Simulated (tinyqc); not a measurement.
Ideality, saturation current and resistance from three points.

Inverse problem. Well above the saturation current a diode obeys V = n Vt ln(I/I0) + I Rs. Find n, Rs and I0.

Parameters, values chosen for the exercise:
- T = 300 K (temperature)

Constants: q = 1.602176634e-19 C, kB = 1.380649e-23 J/K, Vt = kB T/q. Results are converted to the units shown.

currents (A): [3e-6, 0.0002, 0.01]
voltages (V): [0.47560699, 0.59313923, 0.71608353]

Answer. V is linear in the three unknowns n Vt, Rs and -n Vt ln I0, so three points give a linear system.

n = 1.08
Rs = 1.40 ohm
I0 = 1.20e-13 A

tinyqc, about 0.01 s, one thread, Intel Xeon 2.30GHz (shared host): `OMP_NUM_THREADS=1 python tinyqc.py 2260033 2260034 out.jsonl`
